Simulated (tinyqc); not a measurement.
Changing the barrier E1 (vacancy circles the solute): five-frequency model of solute diffusion by vacancies in an fcc metal. Computed by tinyqc, a small Python program. Command: `OMP_NUM_THREADS=1 python tinyqc.py 3002026 3002027 out.jsonl fivefreq sweep`. One thread of a shared host (Intel(R) Xeon(R) Processor @ 2.30GHz), about 0.01 s of CPU time with the checks.

A vacancy next to the solute exchanges with it (w2), jumps to one of 4 sites that also neighbour the solute (w1) or to one of 7 that do not (w3); w4 is the reverse of w3 and w0 the host jump.

Inputs (values chosen for the exercise, for a model solute in a host close to gold): barrier E0 (host jump) = 0.711 eV; barrier E2 (exchange) = 0.709 eV; barrier E3 (dissociation) = 0.751 eV; binding energy E_b (positive for attraction) = 0.18 eV; vacancy formation energy E_f = 0.956 eV; formation entropy S_f = 2.3 k_B; attempt frequency nu = 5.9 THz; lattice constant a = 4.08 angstrom; temperature T = 567 K.

Constants: k_B = 8.617333262e-05 eV/K.

Method:
- w_i = nu exp(-E_i/(k_B T)); detailed balance gives E4 = E3 - E_b.
- Manning: with y = w4/w0, 7F = 7 - (10 y^4 + 180.5 y^3 + 927 y^2 + 1341 y)/(2 y^4 + 40.2 y^3 + 254 y^2 + 597 y + 436); f2 = (2 w1 + 7F w3)/(2 w2 + 2 w1 + 7F w3).
- The mean cosine between successive solute jumps follows from f2 = (1 + c)/(1 - c).
- c_v = exp(S_f - E_f/(k_B T)); host D0 = a^2 c_v w0 x 0.7815; solute D2 = a^2 c_v exp(E_b/(k_B T)) w2 f2; 1 angstrom^2 = 1e-16 cm^2.

One run for each value:
```
barrier E1 (vacancy circles the solute) (eV)  correlation factor f2  ratio D2/D0
0.41                                                        0.99781       52.945
0.51                                                        0.98340       52.181
0.61                                                        0.89028       47.239
0.71                                                        0.60138       31.910
0.81                                                        0.39593       21.009
0.91                                                        0.35285       18.723
1.10                                                        0.34607       18.363
```

Give the missing row, barrier E1 (vacancy circles the solute) (eV) = 1.00.

Computed row:
```
barrier E1 (vacancy circles the solute) (eV)  correlation factor f2  ratio D2/D0
1.00                                                        0.34704       18.414
```

Interpolating between the two neighbouring rows (linearly) misses most in ratio D2/D0, by 0.75 %. Over the rows, correlation factor f2 falls from 0.998 to 0.346 (exponent d ln y / d ln x -0.067 between the first rows and -0.029 between the last); ratio D2/D0 falls from 52.9 to 18.4 (exponent d ln y / d ln x -0.067 between the first rows and -0.029 between the last). Fast circling randomises the direction of the next exchange; when w1 freezes, escape through w3 is the only way left and f2 levels off.
